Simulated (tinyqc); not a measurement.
# Floating body of a partially depleted SOI transistor: body voltage and kink: what changes with what

Source at 0 V. Channel current Ic = 2 nf K Vt^2 [F(0) - F(Vd)](1 + la Vd), F(V) = ln^2(1 + exp((Vg - VT - nf V)/(2 nf Vt))), VT = VT0 - gb Vb. Saturation voltage Vs = 2 Vt sqrt(F(0)) + 3 Vt, excess Ve = (Vd - Vs + sqrt((Vd - Vs)^2 + 0.0004 V^2))/2, multiplication M1 = Ai Ve exp(-Bl/Ve). Each junction passes D(v) = J1 (exp(v/Vt) - 1) + J2 (exp(v/(2 Vt)) - 1). Bipolar current Ib = bb J1 (exp(Vb/Vt) - 1). The body settles where M1 (Ic + Ib) = D(Vb) + D(Vb - Vd) + Vb/Rb; drain current Id = (1 + M1)(Ic + Ib) - D(Vb - Vd).

Values chosen for this exercise; values of the order met in partially depleted silicon-on-insulator transistors:
```
symbol   value         unit                                                                                            meaning
T          398            K                                                                                        temperature
VT0       0.36            V                                                                     threshold at zero body voltage
gb        0.22                                                                  fall of the threshold per volt of body voltage
nf        1.46                                                                                                    slope factor
K          100  uA/(V^2 um)                                                                              gain factor per width
la        0.03          1/V                                                                   channel-length modulation factor
Ai        1.57          1/V                                                                        impact-ionisation prefactor
Bl         6.2            V                                                                          impact-ionisation voltage
J1      1.2e-8        uA/um                                                      diffusion saturation current of each junction
J2      6.9e-8        uA/um                                                  recombination saturation current of each junction
bb           3                                                 gain of the lateral bipolar transistor on the diffusion current
Rb         5e5      kohm um  resistance of a weak body tie to the source (1e9 stands for no tie, and the term is then dropped)
Vg        0.66            V                                                                                       gate voltage
Vd         1.9            V                                                                                      drain voltage
```

Constants: q = 1.602176634e-19 C, kB = 1.380649e-23 J/K, Vt = kB T/q. Results are converted to the units shown.

Each table varies one quantity; the others keep the values above.

## Output curve and kink

Rows with more than one solution for Vb (latch) are left out; dId/dVd by a forward difference over 1e-4 V, swing = 1e-4 V over the change of log10 Id; M1 under 1e-12 is printed as 0.

Output curve and kink:
```
Vd (V)   Vb (V)        M1  Id, floating (uA/um)  Id, grounded (uA/um)  ratio  dId/dVd, floating (uS/um)  dId/dVd, grounded (uS/um)
0.84    0.01067  6.423e-6                 3.312                 3.264  1.015                      1.239                    0.09603
1        0.1834  8.885e-5                 4.166                 3.279  1.270                      12.24                     0.1018
1.16     0.4080  4.783e-4                 5.448                 3.297  1.652                      3.451                     0.1244
1.32     0.4703  0.002011                 5.890                 3.321  1.774                      2.431                     0.1752
1.48     0.5113  0.005922                 6.278                 3.355  1.871                      2.517                     0.2596
1.64     0.5428   0.01369                 6.726                 3.406  1.975                      3.170                     0.3767
1.8      0.5684   0.02674                 7.324                 3.477  2.107                      4.432                     0.5213
```

Read the table: what changes, and by how much?

Vb rises from 0.0107 to 0.568 V and the ratio of the currents rises from 1.01 to 2.11. The output conductance with a floating body exceeds the grounded value by the largest factor among the rows, 120, at Vd = 1 V, where Vb = 0.183 V and M1 = 8.88e-5.

## Transfer curve and swing

Same model as above.

Transfer curve and swing:
columns A: Vg (V); B: Vb (V); C: M1; D: Id, floating (uA/um); E: Id, grounded (uA/um); F: ratio; G: swing, floating (mV/decade); H: swing, grounded (mV/decade)
```
A             B        C         D         E      F      G      H
-0.09  0.002065  0.08941  4.944e-5  4.899e-5  1.009  115.1  116.1
0.01    0.01550  0.08911  3.782e-4  3.536e-4  1.069  109.3  117.1
0.11     0.3217  0.08725  0.009881  0.002477  3.989  44.95  120.0
0.21     0.4591  0.08249    0.1152   0.01607  7.169  124.3  127.5
0.31     0.5126  0.07439    0.5541   0.08843  6.265  175.6  145.3
0.41     0.5460  0.06386     1.660    0.3701  4.484  253.9  181.5
0.51     0.5663  0.05290     3.568     1.118  3.192  357.2  242.3
0.61     0.5785  0.04275     6.233     2.542  2.452  475.9  326.0
0.71     0.5856  0.03384     9.578     4.715  2.031  601.7  425.9
```

What does the comparison show?

Vb rises from 0.00206 to 0.586 V. The smallest swing among the rows is 44.9 mV a decade with a floating body (at Vg = 0.11 V) and 116 with a grounded one; Vt ln 10 = 79.0. The floating swing is smaller by more than 3 % for Vg = 0.01, 0.11 V, where the rising Vb lowers the threshold as Vg rises. In the first row the floating body raises the current by a factor of 1.01.

Range of the model: The multiplication law is an empirical form chosen for the exercise; self-heating and capacitive coupling to the body are left out, and the linear laws are rough once Vb passes about 0.7 V or M1 about 0.1.

Program tinyqc, `OMP_NUM_THREADS=1 python tinyqc.py 2182144 2182145 out.jsonl`; Intel Xeon 2.30GHz, shared host, one thread, about 0.2 s.
